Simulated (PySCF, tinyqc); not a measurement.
Worked calculation: CID on RHF in the sto-6g basis, for Be, spin multiplicity 1. The lowest restricted solution is unstable here: a spin-polarised one lies 0.0017 hartree lower (PySCF). One step of it, computed by the program tinyqc.

Question. Integrals over molecular orbitals. (pq|rs) = sum C_ip C_jq C_kr C_ls (ij|kl), one index at a time.

coefficients C, order 1Be 1s, 1Be 2s, 1Be 2px, 1Be 2py, 1Be 2pz:
```
[[0.995521, -0.279907, 0.000000, 0.000000, 0.000000],
 [0.017048, 1.033982, 0.000000, 0.000000, 0.000000],
 [0.000000, 0.000000, 0.000000, 0.000000, 1.000000],
 [0.000000, 0.000000, 0.000000, 1.000000, 0.000000],
 [0.000000, 0.000000, 1.000000, 0.000000, 0.000000]]
```

core Hamiltonian H = T + V (hartree), order 1Be 1s, 1Be 2s, 1Be 2px, 1Be 2py, 1Be 2pz:
```
[[-7.946038, -1.858116, 0.000000, 0.000000, 0.000000],
 [-1.858116, -2.079966, 0.000000, 0.000000, 0.000000],
 [0.000000, 0.000000, -1.638720, 0.000000, 0.000000],
 [0.000000, 0.000000, 0.000000, -1.638720, 0.000000],
 [0.000000, 0.000000, 0.000000, 0.000000, -1.638720]]
```

Two-electron integrals (ij|kl) in chemists' order, unique and non-zero (hartree):
```
(11|11) 2.299996   (21|11) 0.361879   (21|21) 0.071926   (22|11) 0.570332
(22|21) 0.139654   (22|22) 0.417773   (31|31) 0.015252   (32|31) 0.022555
(32|32) 0.092340   (33|11) 0.570332   (33|21) 0.139654   (33|22) 0.417773
(33|33) 0.450117   (41|41) 0.015252   (42|41) 0.022555   (42|42) 0.092340
(43|43) 0.024258   (44|11) 0.570332   (44|21) 0.139654   (44|22) 0.417773
(44|33) 0.401601   (44|44) 0.450117   (51|51) 0.015252   (52|51) 0.022555
(52|52) 0.092340   (53|53) 0.024258   (54|54) 0.024258   (55|11) 0.570332
(55|21) 0.139654   (55|22) 0.417773   (55|33) 0.401601   (55|44) 0.401601
(55|55) 0.450117
```

Give: one-electron integrals over orbitals h = C^T H C; Two-electron integrals over orbitals.

Answer.

one-electron integrals over orbitals h = C^T H C (hartree):
```
[[-7.939, 0.274, 0.000, 0.000, 0.000],
 [0.274, -1.771, 0.000, 0.000, 0.000],
 [0.000, 0.000, -1.639, 0.000, 0.000],
 [0.000, 0.000, 0.000, -1.639, 0.000],
 [0.000, 0.000, 0.000, 0.000, -1.639]]
```

Two-electron integrals over orbitals (pq|rs), unique and non-zero (hartree):
```
(11|11) 2.284    (21|11) -0.259   (21|21) 0.047    (22|11) 0.580
(22|21) -0.015   (22|22) 0.406    (31|31) 0.016    (32|31) 0.020
(32|32) 0.087    (33|11) 0.570    (33|21) -0.008   (33|22) 0.410
(33|33) 0.450    (41|41) 0.016    (42|41) 0.020    (42|42) 0.087
(43|43) 0.024    (44|11) 0.570    (44|21) -0.008   (44|22) 0.410
(44|33) 0.402    (44|44) 0.450    (51|51) 0.016    (52|51) 0.020
(52|52) 0.087    (53|53) 0.024    (54|54) 0.024    (55|11) 0.570
(55|21) -0.008   (55|22) 0.410    (55|33) 0.402    (55|44) 0.402
(55|55) 0.450
```
